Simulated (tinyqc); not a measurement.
Trap density and cross-section from triangular pulses.

Problem. In charge pumping, for a flat interface trap density D0 and a symmetric triangular wave, Qcp = -2 q A D0 Vt ln[vth s ni (dV/Va)/(2 f)], with s the geometric mean cross-section. Find D0, the frequency f0 where the line meets zero, and s.

Inputs (values chosen for the exercise):

| symbol | value | unit | meaning |
|---|---|---|---|
| T | 200 | K | temperature |
| A | 5.4 | um^2 | gate area |
| vth | 1.5e7 | cm/s | thermal velocity at 200 K, one nominal value for electrons and holes |
| dV | 0.56 | V | Vth - Vfb |
| Va | 2.6 | V | pulse height |

Constants: q = 1.602176634e-19 C, kB = 1.380649e-23 J/K, Vt = kB T/q. Results are converted to the units shown.

Qcp at f = 10000 and 5e5 Hz (fC): 1.0412453  1.2745741
ni = 1.1449685e5 cm^-3

Solution. Qcp is linear in ln f: the slope gives D0 and the zero gives s = 2 f0 Va/(vth ni dV).

D0 = 2.000e11 cm^-2 eV^-1
f0 = 2.620e-4 Hz
s = 1.416e-15 cm^2

Computed by the program tinyqc: `OMP_NUM_THREADS=1 python tinyqc.py 2030122 2030123 out.jsonl`, one thread of a shared Intel Xeon 2.30GHz, about 0.01 s for the whole run.
